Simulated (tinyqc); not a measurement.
Inside a calculation. Model: vacuum evaporation: vapour pressure, source flux, thickness distribution, purity and step coverage. Computed by tinyqc, a small Python program that keeps every step. Command: `OMP_NUM_THREADS=1 python tinyqc.py 3113185 3113186 out.jsonl evap walk`. One thread of a shared host (Intel(R) Xeon(R) Processor @ 2.30GHz), about 0.01 s of CPU time with the checks. Intermediate numbers are printed to about 6 digits and carried at full precision; extremes and crossings named in words are read from the listed rows.

Molecular flow, unit sticking of the metal, no re-evaporation. The background gas is taken as water vapour (18.015 g/mol, collision diameter 0.37 nm) at 300 K.

Inputs (values chosen for the exercise, modelled on nickel, with constants for the liquid):
```
quantity                          value    unit
molar mass M                      58.69   g/mol
film density rho                    8.9  g/cm^3
vapour-pressure constant A        11.71       -
vapour-pressure constant B        20700       K
source temperature T               1890       K
source area                         0.8    cm^2
directionality n                      1       -
source-to-wafer distance h           61      cm
wafer radius R                       10      cm
source offset from the axis s/h     0.7       -
background pressure p            0.0007      Pa
sticking of background gas          0.4       -
aspect ratio of a trench            3.1       -
```

Constants: u = 1.6605390666e-27 kg; k_B = 1.380649e-23 J/K; R = 8.314462618 J/(mol K).

## Vapour pressure and flux

log10(p_v/Pa) = A - B/T; flux from the surface Phi = p_v/sqrt(2 pi m k_B T), m = M u. Mass loss = Phi x area x m; heat of evaporation = ln(10) R B; d ln Phi/dT = ln(10) B/T^2 - 1/(2 T).

vapour pressure p_v = 5.72294 Pa

flux Phi = 4.52741e+18 1/(cm^2 s)

mass loss = 1.27074 g/h

heat of evaporation = 396.296 kJ/mol

change of flux per kelvin = 1.30787 %/K

Holding the rate to 1 % needs the temperature to about 0.76 K.

## Rate and uniformity on a fixed wafer above the source

A small source emits (n + 1) Phi area cos^n(phi)/(2 pi) per solid angle; on a parallel plane at height h and lateral distance l the arrival rate is (n + 1) Phi area/(2 pi h^2) x (1 + (l/h)^2)^(-(n + 3)/2). Growth rate = arrival rate x m/rho, m = M u. The wafer is fixed and centred above the source.

arrival rate at the centre = 3.09835e+14 1/(cm^2 s)

growth rate at the centre = 0.0339276 nm/s

edge over centre = 0.948343

non-uniformity (max - min)/(max + min) = 2.65135 %

share of the material that lands on the wafer, 1 - (1 + (R/h)^2)^(-(n + 1)/2) = 2.61712 %

## Offset source and rotation

Rotating wafer, source offset by s and facing upwards: thickness at radius r is the mean over the angle a of (1 + (r^2 + s^2 - 2 r s cos a)/h^2)^(-(n + 3)/2), by 360 equal steps; non-uniformity (max - min)/(max + min) over 21 radii from 0 to R.

centre thickness relative to an axial source = 0.450430

edge over centre, rotating = 0.998987

non-uniformity, rotating = 0.0506737 %

## Choosing the offset

The curvature at the centre vanishes at s/h = sqrt(2/(n + 3)).

Against the offset:
```
s/h  centre thickness  edge over centre  non-uniformity (%)
0.0           1.00000           0.94834             2.65135
0.2           0.92456           0.95566             2.26701
0.4           0.74316           0.97299             1.36888
0.5           0.64000           0.98254             0.88060
0.6           0.54066           0.99139             0.43240
0.7           0.45043           0.99899             0.05067
0.8           0.37180           1.00511             0.25507
0.9           0.30524           1.00979             0.48702
1.1           0.20475           1.01545             0.76675
```

The best row, s/h = 0.7, has 0.051 % against 2.7 % on the axis, at the price of a rate lower by a factor 2.22; the small-wafer optimum is sqrt(2/(n + 3)) = 0.71.

## Scattering and purity

Mean free path lambda = k_B T_g/(sqrt2 pi d^2 p); unscattered share exp(-h/lambda); gas arrival p/sqrt(2 pi m_g k_B T_g); impurity ratio = sticking x gas arrival/metal arrival; monolayer time = 1e15 cm^-2/(sticking x gas arrival).

mean free path = 9.72833 m

unscattered share = 0.939222

gas arrival rate = 2.50879e+15 1/(cm^2 s)

impurity ratio = 3.23887

monolayer time = 0.996497 s

Caution: more gas than metal sticks, so a compound rather than a metal film would grow.

## A trench at the wafer edge

Fixed wafer, axial point source, trench running tangentially at r = R: the beam arrives at tan(a) = R/h. Shadowed share of the floor = aspect ratio x tan(a) (at most 1); the wall facing the source grows at tan(a) times the field rate, the other wall not at all.

angle a = 9.30994 degrees

shadowed share of the floor = 0.508197

wall over field thickness = 0.163934

Checks made by the program: share on the wafer by quadrature (relative difference 2e-09).
